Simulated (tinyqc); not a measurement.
Length of a molecular wire: coherent transport through a tight-binding bridge. Computed by the program tinyqc. 

A uniform bridge between two chains:
```
parameter                        value
site energy (eV)              3.960000
hopping in the bridge (eV)    1.320000
lead hopping (eV)             2.940000
couplings (eV)              1.18, 0.31
E (eV)                        0.070000
```

T = Gamma_L Gamma_R |G_1n|^2 with the self-energies of semi-infinite chains.

Transmission against length:
```
sites           T     ln T
2      5.8829e-04   -7.438
3      8.9482e-05   -9.321
4      1.3686e-05  -11.199
5      2.0951e-06  -13.076
6      3.2076e-07  -14.953
7      4.9109e-08  -16.829
8      7.5188e-09  -18.706
9      1.1512e-09  -20.583
10     1.7625e-10  -22.459
```

E lies outside the band of the bridge (|E - e|/2h = 1.473 > 1), so T decays as exp(-beta n) with beta = 2 arccosh(1.473) = 1.8766 a site; the last two rows give 1.8766.
